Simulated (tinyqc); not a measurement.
## Series resistance and length offset from two lengths at two overdrives

Inverse problem. In strong inversion R W = Rsd + k(x)(L - dL), k(x) = (1 + th1 x)/(mu0 Cox x), x the overdrive, Cox = eps0 eox/tox, with Rsd and dL independent of x. Find dL, Rsd, mu0 and th1.

Inputs (values chosen for the exercise):
- eox = 3.9 (relative permittivity of the gate insulator (close to silicon dioxide))
- tox = 2.6 nm (insulator thickness)

Constants: eps0 = 8.8541878128e-14 F/cm where lengths are in cm. Results are converted to the units shown.

total resistance times width (ohm um):
```
	L = 0.099 um	L = 0.37 um
overdrive 0.44 V	2207.30719	8402.08771
overdrive 1.1 V	1191.85448	4328.99407
```

Solution. At each overdrive R W is a straight line in L; the two lines cross at L = dL, R W = Rsd. Their slopes give k x = (1 + th1 x)/(mu0 Cox), a straight line in x.

dL = 0.009000 um
Rsd = 150.0 ohm um
mu0 = 91.00 cm^2/(V s)
th1 = 0.4900 1/V

Program tinyqc, `OMP_NUM_THREADS=1 python tinyqc.py 2210020 2210021 out.jsonl`; Intel Xeon 2.30GHz, shared host, one thread, about 0.01 s.
